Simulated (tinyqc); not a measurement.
Comparisons within one model: alloy A(1-x)B(x) by interpolation with bowing. A value that a table varies takes the place of the one given here.

Each gap follows E(x) = (1 - x) E_A + x E_B - C x (1 - x); the lattice constant follows Vegard, a(x) = (1 - x) a_A + x a_B.

Mass at Gamma from the Kane formula 1/m = F + Ep (Eg + 2 Dso/3)/(Eg (Eg + Dso)). F is fixed by the masses of A and B and interpolated linearly, as is Ep; Eg and Dso carry their bowing.

Constants: hc = 1239.841984 eV nm.

Values chosen for the exercise (A near InSb, B near InAs; the results hold for these values, not for the real material):
- a = (6.483, 6.054) angstrom (lattice constant of A, B)
- Eg = (0.232, 0.419) eV (gap at Gamma to the s-like level of A, B)
- EgX = (0.622, 1.415) eV (gap to the lowest valley along Gamma-X of A, B)
- EgL = (0.922, 1.148) eV (gap to L of A, B)
- C = (0.649, 0.698, 0.533) eV (bowing of the Gamma, X and L gaps)
- Dso = (0.805, 0.388) eV (spin-orbit splitting of A, B)
- Ep = (23.1, 21.4) eV (Kane energy of A, B)
- me = (0.0134, 0.0257) m0 (electron mass at Gamma of A, B)
- Cs = 0.93 eV (bowing of Dso)
- x = 0.34 (fraction of B)

## Gaps across the alloy

Eleven compositions.

Gaps (eV):

| x | a (angstrom) | Gamma | X | L | lowest | wavelength (nm) |
|---|---|---|---|---|---|---|
| 0.0 | 6.4830 | 0.232 | 0.622 | 0.922 | Gamma | 5344 |
| 0.1 | 6.4401 | 0.192 | 0.638 | 0.897 | Gamma | 6448 |
| 0.2 | 6.3972 | 0.166 | 0.669 | 0.882 | Gamma | 7489 |
| 0.3 | 6.3543 | 0.152 | 0.713 | 0.878 | Gamma | 8167 |
| 0.4 | 6.3114 | 0.151 | 0.772 | 0.884 | Gamma | 8209 |
| 0.5 | 6.2685 | 0.163 | 0.844 | 0.902 | Gamma | 7595 |
| 0.6 | 6.2256 | 0.188 | 0.930 | 0.930 | Gamma | 6580 |
| 0.7 | 6.1827 | 0.227 | 1.031 | 0.968 | Gamma | 5471 |
| 0.8 | 6.1398 | 0.278 | 1.145 | 1.018 | Gamma | 4464 |
| 0.9 | 6.0969 | 0.342 | 1.273 | 1.077 | Gamma | 3626 |
| 1.0 | 6.0540 | 0.419 | 1.415 | 1.148 | Gamma | 2959 |

The lowest valley is Gamma at every x. The Gamma gap has a minimum inside the range, 0.150 eV at x = (C - (E_B - E_A))/(2C) = 0.356, since the bowing exceeds the difference of the end gaps.

## Three ways to interpolate a mass

Linear in m, linear in 1/m, and the Kane formula.

Masses (m0):

| x | Eg (eV) | linear in m | linear in 1/m | Kane | Kane m/Eg (1/eV) |
|---|---|---|---|---|---|
| 0.000 | 0.232 | 0.0134 | 0.0134 | 0.0134 | 0.0578 |
| 0.125 | 0.184 | 0.0149 | 0.0143 | 0.0109 | 0.0589 |
| 0.250 | 0.157 | 0.0165 | 0.0152 | 0.0094 | 0.0595 |
| 0.375 | 0.150 | 0.0180 | 0.0163 | 0.0089 | 0.0597 |
| 0.500 | 0.163 | 0.0196 | 0.0176 | 0.0097 | 0.0593 |
| 0.625 | 0.197 | 0.0211 | 0.0191 | 0.0116 | 0.0587 |
| 0.750 | 0.251 | 0.0226 | 0.0209 | 0.0147 | 0.0586 |
| 0.875 | 0.325 | 0.0242 | 0.0231 | 0.0193 | 0.0594 |
| 1.000 | 0.419 | 0.0257 | 0.0257 | 0.0257 | 0.0613 |

At x = 0.5 the three give 0.0196, 0.0176 and 0.0097; judged by the largest distance, the Kane value is closer to the interpolation in 1/m (largest distances 0.0099 m0 from the rule in m, 0.0079 m0 from the rule in 1/m), and it dips below both end values, following the bowed gap, which neither rule can do. The ratio m/Eg varies by a factor of 1.06 while the gap varies by 2.79; a constant ratio is the two-band rule m = Eg/Ep at fixed Ep.

## What each parameter does

Gaps at x and the Kane mass. Each row changes one parameter from the base and keeps the others.

Results:

| case | Gamma (eV) | X (eV) | L (eV) | mass (m0) |
|---|---|---|---|---|
| base | 0.1499 | 0.7350 | 0.8792 | 0.0089 |
| x = 0.3 | 0.1518 | 0.7133 | 0.8779 | 0.0091 |
| C = (0.749, 0.798, 0.633) eV | 0.1275 | 0.7125 | 0.8568 | 0.0077 |
| Eg = (0.244, 0.419) eV | 0.1579 | 0.7350 | 0.8792 | 0.0092 |
| EgX = (0.622, 1.344) eV | 0.1499 | 0.7108 | 0.8792 | 0.0089 |
| EgL = (0.876, 1.148) eV | 0.1499 | 0.7350 | 0.8489 | 0.0089 |
| Ep = (25.4, 23.5) eV | 0.1499 | 0.7350 | 0.8792 | 0.0086 |
| Cs = 0.98 eV | 0.1499 | 0.7350 | 0.8792 | 0.0089 |

The largest shifts from the base row, up to three for each result and ties (the steps differ in size, so this ranks the rows, not the parameters). Gamma (eV): C -0.0224, Eg +0.0079, x +0.0019; unchanged at the printed digits by EgX, EgL, Ep and Cs. X (eV): EgX -0.0241, C -0.0224, x -0.0217; unchanged at the printed digits by Eg, EgL, Ep and Cs. L (eV): EgL -0.0304, C -0.0224, x -0.0014; unchanged at the printed digits by Eg, EgX, Ep and Cs. mass (m0): C -0.0012, Ep -0.0004, Eg +0.0002; unchanged at the printed digits by EgX, EgL and Cs.

Program tinyqc; command `OMP_NUM_THREADS=1 python tinyqc.py 1080155 1080156 out.jsonl`; about 0.01 s on one thread of a shared Intel(R) Xeon(R) Processor @ 2.30GHz.
